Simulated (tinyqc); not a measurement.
Configuration-coordinate model of a defect: Huang-Rhys factor and luminescence line shape. From radiative lifetime back to transition dipole mu. Computed by tinyqc, a small Python program. Command: `OMP_NUM_THREADS=1 python tinyqc.py 3007286 3007287 out.jsonl ccline inv`. One thread of a shared host (Intel(R) Xeon(R) Processor @ 2.30GHz), about 0.08 s of CPU time with the checks.

Ground state E_g(Q) = (1/2) omega_g^2 Q^2; excited state E_e(Q) = E_0 + (1/2) omega_e^2 (Q - dQ)^2 with omega_e = omega_g and E_0 = E_ZPL. Q is mass-weighted; the dipole does not depend on Q (Condon approximation).

Inputs (values chosen for the exercise, for a model defect):
```
quantity                          value              unit
zero-phonon energy E_ZPL          0.482                eV
displacement dQ                   0.754  u^(1/2) angstrom
ground-state phonon hbar omega_g   59.2               meV
temperature T                        77                 K
refractive index n_r               3.36                 -
quenching prefactor nu_0          5e+12               1/s
```

Modes: equal frequencies in both states.

Constants: hbar^2/u = 4.18015928e-03 eV angstrom^2; hbar = 6.582119569e-16 eV s; e = 1.602176634e-19 C; eps_0 = 8.8541878128e-12 F/m; hbar = 1.054571817e-34 J s; c = 299792458 m/s; k_B = 8.617333262e-05 eV/K.

Method. S = hbar omega dQ^2/(2 hbar^2/u) for each state; relaxation energy S hbar omega; absorption at E_0 + S_e hbar omega_e, emission at E_0 - S_g hbar omega_g; the Stokes shift is their difference. The curves cross at the root Q_c nearest dQ; the barrier is (1/2) omega_e^2 (Q_c - dQ)^2, with (1/2) omega^2 = (hbar omega)^2/(2 hbar^2/u). k_r = n_r omega^3 mu^2/(3 pi eps_0 hbar c^3) at the vertical emission energy, without local-field correction; k_nr = nu_0 exp(-barrier/k_B T) (Mott-Seitz); yield = k_r/(k_r + k_nr); T_1/2 = barrier/(k_B ln(nu_0/k_r)).

Question. A run gave the result below. Find the transition dipole mu, known to lie between 0.34 and 0.6 e angstrom.

radiative lifetime = 25483.18 ns

Answer.

Each step takes the trial c = (a f_b - b f_a)/(f_b - f_a), f being the result less the target and a, b, c the logarithms of the listed values; c replaces end b, the old b replaces a if the sign of f changed, and otherwise f_a is halved.

Scan of the range:
```
transition dipole mu (e angstrom)  radiative lifetime (ns)
0.340                                              46869.0
0.374                                              38734.7
0.411                                              32074.5
0.452                                              26519.6
0.497                                              21934.7
0.546                                              18174.3
0.600                                              15050.2
```

False position (Illinois rule, in the logarithm of the input) inside the bracket:
```
step     end a     end b     trial  radiative lifetime (ns)
1     0.452000  0.497000  0.461802                  25405.8
2     0.452000  0.461802  0.460516                  25547.8
3     0.461802  0.460516  0.461101                  25483.1
4     0.460516  0.461101  0.461100                  25483.2
5     0.460516  0.461100  0.461100                  25483.2
6     0.461100  0.461100  0.461100                  25483.2
```

Radiative lifetime falls at every point of a 13-point scan of the range (every second point is shown), so one value fits; it is bracketed by 0.452 and 0.497. The scan shows a pure power law with exponent -2.000, so scaling from any one row also gives the answer directly. Answer: transition dipole mu = 0.4611 e angstrom.

Caution: the barrier is below the relaxation energy of the excited state, so vertical excitation lands above the crossing and may bypass luminescence (Dexter-Klick-Russell rule). Caution: the band is wide against its energy, so the E^3 factor left out of the moments shifts the observed peak up.
